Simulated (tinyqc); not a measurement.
Doping and thickness from pinch-off voltage and conductance.

Problem. A uniform channel has Vp = q Nd a^2/(2 eps0 eps_r) and G0 = q mu Nd a W/L. Find a and Nd.

Values chosen for this exercise; material values those of a made-up semiconductor: relative permittivity of the semiconductor eps_r = 10; low-field mobility at this doping mu = 4000 cm^2/(V s); gate length L = 5 um; gate width W = 200 um.

Constants: q = 1.602176634e-19 C, eps0 = 8.8541878128e-14 F/cm where lengths are in cm. Results are converted to the units shown.

Vp = 2.4840087 V
G0 = 41.400244 mS

Solution. G0 gives the product Nd a and Vp gives Nd a^2; their ratio is a.

a = 170 nm
Nd = 9.50e16 cm^-3

tinyqc, about 0.04 s, one thread, Intel Xeon 2.30GHz (shared host): `OMP_NUM_THREADS=1 python tinyqc.py 2500061 2500062 out.jsonl`
